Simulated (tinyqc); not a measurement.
Inversion layer as a triangular well, valleys of the Ge type: one step. Effect on the gate capacitance.

Inputs chosen for the exercise (out of a larger set: near those of Ge; not measured data): eps = 16.2 (dielectric constant); tox = 12 angstrom (SiO2-equivalent oxide thickness).

mean distance from the surface = 29.3187 angstrom

Question. The charge sits at the mean distance <z> from the surface, which adds (3.9/eps) <z> to the oxide thickness; C/Cox = tox/(tox + 3.9 <z>/eps). The density-of-states term is left out.

Give: added thickness; C/Cox.

Answer.

added thickness = 7.06 angstrom
C/Cox = 0.630

Program tinyqc; command `OMP_NUM_THREADS=1 python tinyqc.py 1252042 1252043 out.jsonl`; about 0.03 s on one thread of a shared Intel(R) Xeon(R) Processor @ 2.30GHz.
